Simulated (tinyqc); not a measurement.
# Worked calculation: capacitance measurement on a leaky thin oxide: effects of series resistance and leakage

Numbers from tinyqc (`OMP_NUM_THREADS=1 python tinyqc.py 2022036 2022037 out.jsonl`; about 0.01 s on one thread of a shared Intel Xeon 2.30GHz). Printed values are rounded.

The device is a capacitance C in parallel with a leakage conductance G, in series with Rs and Ls. An impedance meter reports either a parallel pair (Cp, Gp) from Y = 1/Z = Gp + i w Cp or a series pair (Cs, Rm) from Z = Rm + 1/(i w Cs); w = 2 pi f, dissipation D = Gp/(w |Cp|).

Values chosen for this exercise; values of the order met in thin-oxide MOS capacitors: relative permittivity of the gate insulator (close to aluminium oxide) eox = 9.24; insulator thickness tox = 2.8 nm; gate area A = 400 um^2; oxide-equivalent thickness added by the accumulation layer zc = 0.54 nm; oxide-equivalent thickness added by gate depletion zp = 0.24 nm; gate leakage current density, not matched to the thickness Jg = 1.7 A/cm^2; voltage for an e-fold rise of the leakage Vs = 0.37 V; series resistance Rs = 310 ohm; series inductance Ls = 0 nH; measuring frequency f = 1e6 Hz.

Constants: eps0 = 8.8541878128e-14 F/cm where lengths are in cm. Results are converted to the units shown.

## True capacitance and conductance

EOT = 3.9 tox/eox; CET = EOT + zc + zp; C = 3.9 eps0 A/CET; G = Jg A/Vs.

EOT = 1.18182 nm
CET = 1.96182 nm
C = 7.04068 pF
G = 18.3784 uS

## What the meter reports

Z = Rs + i w Ls + 1/(G + i w C).

Z = (0.83189-1.92778i) x 1e4 ohm
Cp = 6.95984 pF
Gp = 18.8706 uS
Cs = 8.25586 pF
D = 0.431525

Cp is 1.1 % below C and Cs is 17 % above it; G Rs = 0.00570, w C Rs = 0.0137 and G/(w C) = 0.415.
